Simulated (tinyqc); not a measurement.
# Energy and delay of logic against supply voltage: optimum supplies against the temperature

One expression serves below and above threshold: I(Vg) = Ik [ln(1 + exp((Vg - VT + dd V)/(al nf Vt)))]^al, with I_on = I(V) and I_off = I(0). Gate delay td = kd C V/I_on, clock period LD td. Per gate and cycle the switching energy is act C V^2 and the leakage energy I_off V LD td. No short-circuit current, no variation. Minima are sought above 0.09 V; below a few Vt gates no longer switch and the model has no meaning.

V_min minimises the energy and V_EDP the product of energy and td. VT, Ik and nf are held fixed.

Inputs (values chosen for the exercise); values of the order met in logic technologies:
- VT = 0.26 V (threshold voltage at zero drain bias)
- nf = 1.37 (slope factor)
- dd = 0.07 (barrier lowering per volt of supply)
- Ik = 0.77 uA (specific current of a gate)
- al = 1.51 (exponent of the current law)
- C = 0.7 fF (load capacitance of a gate)
- kd = 0.7 (delay factor)
- LD = 16 (logic depth)
- act = 0.01 (activity factor)

Constants: q = 1.602176634e-19 C, kB = 1.380649e-23 J/K, Vt = kB T/q. Results are converted to the units shown.

Result of one run:
```
V_min (V),energy at V_min (aJ),leakage share (%),clock at V_min (MHz),V_EDP (V),clock at V_EDP (GHz)
0.2122,0.4471,29.53,98.35,0.4915,3.596
```

Which temperature T gave this result: 220, 280, 310 or 340 K?

T = 220 K.

The whole series:
```
T (K),V_min (V),energy at V_min (aJ),leakage share (%),clock at V_min (MHz),V_EDP (V),clock at V_EDP (GHz)
220,0.2122,0.4471,29.53,98.35,0.4915,3.596
250,0.2420,0.6265,34.55,227.5,0.4982,3.046
280,0.2725,0.8827,41.10,393.0,0.5137,2.722
310,0.3032,1.249,48.47,560.3,0.5397,2.552
340,0.3334,1.766,55.95,703.8,0.5744,2.465
```

As T goes from 220 to 340, V_min rises from 0.212 to 0.333 V, the energy there rises from 0.447 to 1.77 aJ, the clock there rises from 98.3 to 704 MHz and V_EDP rises from 0.491 to 0.574 V.

tinyqc, about 0.01 s, one thread, Intel Xeon 2.30GHz (shared host): `OMP_NUM_THREADS=1 python tinyqc.py 2082049 2082050 out.jsonl`
